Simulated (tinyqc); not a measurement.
Anisotropic wet etching of Si(100): plane rates, V-grooves, membranes and undercut: one step, computed by the program tinyqc.

A long slot opens the mask on a (100) wafer. The floor etches at R100; (111) walls stand at theta = arctan(sqrt2) = 54.7356 degrees to the surface and recede at R111 along their normal.

Task: Shape after the time t. A misaligned edge exposes ledges and adds R100 sin(misalignment) to the lateral rate (a simple estimate): u = R111/sin(theta) + R100 sin(misalignment). Top width W = w + 2 u t; floor width b = W - 2 z/tan(theta) = W - sqrt2 z. The floor lasts until b = 0, at t_V = w/(sqrt2 R100 - 2u); depth z = R100 t before t_V and W/sqrt2 after.

Inputs (values chosen for the exercise, close to those used for potassium hydroxide solutions): bath temperature T = 70 C; width w (mask opening along <110>, or membrane width in the design step) = 12 um; misalignment of the mask = 1 degrees; etch time t = 20 min.

R100 = 0.7586590 um/min

R111 = 0.008750525 um/min

Give: lateral rate u; time t_V to close the V; top width W; depth z; floor width b.

Result:

lateral rate u = 0.02396 um/min

time t_V to close the V = 11.71 min

top width W = 12.96 um

depth z = 9.163 um

floor width b = 0 um

The groove has closed to a V and now deepens at sqrt2 u = 0.0339 um/min, 4.5 % of R100.
